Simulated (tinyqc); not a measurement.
# MOSFET in the linear regime without short-channel effects, parameter extraction from computed curves: two studies

Inversion charge Q = Cox n Vt W0(exp((Vg - VT)/(n Vt))), W0 the Lambert function and n = nf; u = Q/Cox; mobility mu = mu0/(1 + th1 u + th2 u^2); channel resistance Rch = (L - dL)/(W mu Q); Id = Vd/(Rch + Rsd/W). Cox = eps0 eox/tox. Small Vd, no channel-length or drain effects.

Values chosen for this exercise; channel values of the order met in silicon transistors: temperature T = 400 K; relative permittivity of the gate insulator (close to hafnium oxide) eox = 22.5; insulator thickness tox = 14 nm; low-field mobility mu0 = 120 cm^2/(V s); first mobility attenuation factor th1 = 0.36 1/V; second mobility attenuation factor th2 = 0.14 1/V^2; threshold voltage VT = 0.35 V; body factor nf = 1.06; gate width W = 1 um; drawn gate length L = 0.13 um; drawn less effective length dL = 0.008 um; source plus drain resistance Rsd = 460 ohm um; drain voltage Vd = 0.025 V.

Constants: q = 1.602176634e-19 C, kB = 1.380649e-23 J/K, Vt = kB T/q, eps0 = 8.8541878128e-14 F/cm where lengths are in cm. Results are converted to the units shown.

Each table varies one quantity; the others keep the values above.

## Extraction methods against the second mobility attenuation factor

From the continuous curve Id(Vg): tangent at peak gm (V_ext = Vg - Id/gm); constant current Id = 0.1 uA W/L; peak of d2Id/dVg2; Y = Id/sqrt(gm) drawn through Vg = VT + 0.6 and VT + 0.8 V, with intercept VT_Y and slope s. Mobilities gm,max L/(W Cox Vd) and s^2 L/(W Cox Vd) with the drawn L. Last column: share of Rsd/W in the total resistance at VT + 0.8 V.

Extraction methods against the second mobility attenuation factor:
```
th2 (1/V^2),V_ext (V),constant current (V),second derivative (V),VT_Y (V),mobility from gm (cm^2/(V s)),mobility from Y (cm^2/(V s)),series share (%)
0,0.338,0.355,0.336,0.396,78.1,114,26.3
0.06,0.338,0.355,0.336,0.410,77.9,121,25.9
0.12,0.337,0.355,0.336,0.424,77.7,130,25.4
0.18,0.337,0.355,0.336,0.438,77.5,140,25.0
0.24,0.337,0.355,0.336,0.453,77.3,150,24.6
0.3,0.337,0.355,0.335,0.467,77.1,161,24.2
0.36,0.336,0.355,0.335,0.481,77.0,174,23.9
```

What does the table show?

The model has VT = 0.35 V and mu0 = 120 cm^2/(V s). Over the table the extracted thresholds move by 1.8 mV (tangent), under 0.5 mV (constant current), 0.50 mV (second derivative), 85 mV (Y function). The mobility from gm falls from 78.1 to 77.0 and that from Y rises from 114 to 174 cm^2/(V s).

## Extraction methods against the body factor

Same model as above.

Results:
```
nf,V_ext (V),constant current (V),second derivative (V),VT_Y (V),mobility from gm (cm^2/(V s)),mobility from Y (cm^2/(V s)),series share (%)
1,0.339,0.358,0.337,0.429,78.7,134,25.4
1.1,0.336,0.353,0.335,0.429,77.0,132,25.3
1.2,0.333,0.347,0.333,0.429,75.4,130,25.1
1.3,0.329,0.342,0.330,0.428,73.9,129,25.0
1.5,0.322,0.329,0.326,0.426,71.3,125,24.8
1.6,0.318,0.323,0.323,0.424,70.0,123,24.7
1.7,0.314,0.316,0.321,0.423,68.9,121,24.6
```

Estimate the missing row, nf = 1.4.

Computed row:
```
nf,V_ext (V),constant current (V),second derivative (V),VT_Y (V),mobility from gm (cm^2/(V s)),mobility from Y (cm^2/(V s)),series share (%)
1.4,0.326,0.336,0.328,0.427,72.6,127,24.9
```

With this row back in the table: The model has VT = 0.35 V and mu0 = 120 cm^2/(V s). Over the table the extracted thresholds move by 26 mV (tangent), 41 mV (constant current), 16 mV (second derivative), 6.1 mV (Y function). The mobility from gm falls from 78.7 to 68.9 and that from Y falls from 134 to 121 cm^2/(V s).

Numbers from tinyqc (`OMP_NUM_THREADS=1 python tinyqc.py 2210122 2210123 out.jsonl`; about 0.01 s on one thread of a shared Intel Xeon 2.30GHz).
